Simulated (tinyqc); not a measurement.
## Ideality, saturation current and resistance from three points

Question. Well above the saturation current a diode obeys V = n Vt ln(I/I0) + I Rs. Find n, Rs and I0.

Parameters, values chosen for the exercise:
```
symbol,value,unit,meaning
T,273,K,temperature
```

Constants: q = 1.602176634e-19 C, kB = 1.380649e-23 J/K, Vt = kB T/q. Results are converted to the units shown.

currents (A): [4e-6, 0.0003, 0.03]
voltages (V): [0.54589609, 0.69022950, 0.85446460]

Answer. V is linear in the three unknowns n Vt, Rs and -n Vt ln I0, so three points give a linear system.

n = 1.42
Rs = 0.350 ohm
I0 = 3.20e-13 A

Numbers from tinyqc (`OMP_NUM_THREADS=1 python tinyqc.py 2260018 2260019 out.jsonl`; about 0.01 s on one thread of a shared Intel Xeon 2.30GHz).
